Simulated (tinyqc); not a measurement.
Inside a calculation. Model: classical nucleation, growth and JMAK kinetics of crystallisation from a melt or glass. Computed by tinyqc, a small Python program that keeps every step. Command: `OMP_NUM_THREADS=1 python tinyqc.py 3005993 3005994 out.jsonl nucl walk`. One thread of a shared host (Intel(R) Xeon(R) Processor @ 2.30GHz), about 0.01 s of CPU time with the checks. Intermediate numbers are printed to about 7 digits and carried at full precision; extremes and crossings named in words are read from the listed rows.

A spherical nucleus cap on a flat wall with a sharp interface of isotropic energy gamma; lambda = Omega^(1/3) is the jump distance.

Inputs (values chosen for the exercise, for a model substance):

| quantity | value | unit |
|---|---|---|
| melting point T_m | 1350 | K |
| heat of melting per volume H | 836 | J/cm^3 |
| interface energy gamma | 0.0858 | J/m^2 |
| atomic volume Omega | 24.2 | angstrom^3 |
| temperature T | 1149 | K |
| diffusion prefactor D0 | 2.2e-07 | m^2/s |
| activation energy Q | 2.13 | eV |
| contact angle theta | 125 | degrees |
| wall area per volume S_v | 750000 | 1/m |
| time t | 380 | s |

Nucleation: on a flat wall. Driving force: Turnbull (linear).

Constants: e = 1.602176634e-19 C; k_B = 1.380649e-23 J/K; k_B = 8.617333262e-05 eV/K.

## Critical nucleus

Driving force per volume: dG = H (T_m - T)/T_m. Shape factor f = (2 + cos theta)(1 - cos theta)^2/4. W(r) = f [4 pi r^2 gamma - (4/3) pi r^3 dG]; r* = 2 gamma/dG; W* = f 16 pi gamma^3/(3 dG^2); n* = f (4/3) pi r*^3/Omega.

driving force dG = 124.4711 J/cm^3

shape factor f = 0.8830071

critical radius r* = 1.378633 nm

barrier W* = 3.764672 eV

atoms in the nucleus n* = 400.4825

W*/(k_B T) = 38.02194

The wall leaves r* unchanged and cuts the barrier to 88.3 % of the homogeneous value. W* equals n* Omega dG/2 = 3.765 eV.

## Steady nucleation rate

D = D0 exp(-Q/(k_B T)); attachment rate k+ = (A*/lambda^2) D/lambda^2 with A* = 2 pi r*^2 (1 - cos theta); Zeldovich factor Z = sqrt(W*/(3 pi k_B T))/n*; sites per volume N = S_v/lambda^2; I = N Z k+ exp(-W*/(k_B T)); lag time = 1/(4 pi Z^2 k+).

diffusivity D = 9.994313e-17 m^2/s

attachment rate k+ = 268306.3 1/s

Zeldovich factor Z = 0.005015312

sites N = 8.964327e+24 1/m^3

nucleation rate I = 3.704502e+11 1/(m^3 s)

lag time = 0.01179134 s

A rise of gamma by 5 % would change I by a factor of about exp(-W*/(k_B T) (1.05^3 - 1)) = 0.0025. Caution: homogeneous nucleation, left out here, would be as fast or faster: the wall offers too few sites or too small a cut in the barrier.

## Growth velocity

Growth (Wilson-Frenkel): u = (D/lambda) [1 - exp(-dG Omega/(k_B T))]. D = D0 exp(-Q/(k_B T)).

growth velocity u = 5.975606e-08 m/s

## Fraction transformed and grain size

JMAK with steady nucleation and growth, nuclei spread at random: extended fraction X_e = (pi/3) I u^3 t^4, X = 1 - exp(-X_e); t_X = [-3 ln(1 - X)/(pi I u^3)]^(1/4); final grains per volume = Gamma(5/4) (3/pi)^(1/4) (I/u)^(3/4), Gamma(5/4) = 0.9064024771. Grain size = (grains per volume)^(-1/3).

extended fraction = 1.725992

fraction X at t = 0.8220035

half time t_0.5 = 302.5034 s

grains per volume = 1.113204e+14 1/m^3

grain size = 20.78779 micrometre

t is 1.3 half times: the change is under way. Caution: homogeneous nucleation, left out here, would be as fast or faster.

## Nose of the time-temperature curve

JMAK with steady nucleation and growth, nuclei spread at random: extended fraction X_e = (pi/3) I u^3 t^4, X = 1 - exp(-X_e); t_X = [-3 ln(1 - X)/(pi I u^3)]^(1/4); final grains per volume = Gamma(5/4) (3/pi)^(1/4) (I/u)^(3/4), Gamma(5/4) = 0.9064024771. The nose is the T between 0.3 and 0.97 T_m where I u^3 is largest; the time is for X = 1e-6, and the critical cooling rate is estimated as (T_m - T_nose)/t_nose.

nose temperature = 1023.983 K

nose time = 0.4136671 s

critical cooling rate = 788.1138 K/s

The nose lies at 0.76 T_m. The melt vitrifies at modest cooling rates. Caution: at the nose the lag time is not small against the nose time, so steady nucleation overstates the critical cooling rate.

## Nucleation and growth against temperature

Grain size = (grains per volume)^(-1/3). Rows are kept where W*/(k_B T) < 70.

Rates:

| T (K) | W*/(k_B T) | I (1/(m^3 s)) | u (m/s) | t_0.5 (s) | grain size (micrometre) |
|---|---|---|---|---|---|
| 675 | 5.73898 | 1.392885e+19 | 6.293179e-14 | 1.175081e+05 | 8.504212e-03 |
| 743 | 6.44733 | 1.866053e+20 | 1.594848e-12 | 5.437868e+03 | 9.973422e-03 |
| 810 | 7.47264 | 1.004521e+21 | 2.188848e-11 | 5.006656e+02 | 1.260258e-02 |
| 878 | 9.02335 | 2.174685e+21 | 1.996628e-10 | 7.863706e+01 | 1.805596e-02 |
| 945 | 11.38687 | 1.451456e+21 | 1.236441e-09 | 2.216247e+01 | 3.151285e-02 |
| 1012 | 15.26625 | 1.637565e+20 | 5.710935e-09 | 1.213722e+01 | 7.971179e-02 |
| 1080 | 22.41791 | 5.781336e+17 | 2.077494e-08 | 1.890329e+01 | 4.516201e-01 |
| 1148 | 37.67921 | 5.124204e+11 | 5.895812e-08 | 2.817636e+02 | 1.910402e+01 |
| 1202 | 67.03760 | 2.341758e-01 | 1.116074e-07 | 2.123460e+05 | 2.725418e+04 |

Among these rows I peaks at 878 K, u at 1202 K and the change is fastest at 1012 K, between the two. Growth has no barrier W*, so it peaks nearer T_m than nucleation. The grain size goes as (u/I)^(1/4), from 0.0085 micrometre at the lowest T to 27000 at the highest. Caution: in the coldest rows the nucleus has under 20 atoms or the barrier is under 10 k_B T, where the capillary model and steady rates are only a guide. Caution: grain sizes above a centimetre mean that a sample waits for single nuclei, and the half time has no meaning there.

Checks made by the program: r* and W* against a numerical maximum of W(r) (relative difference below 1e-10).
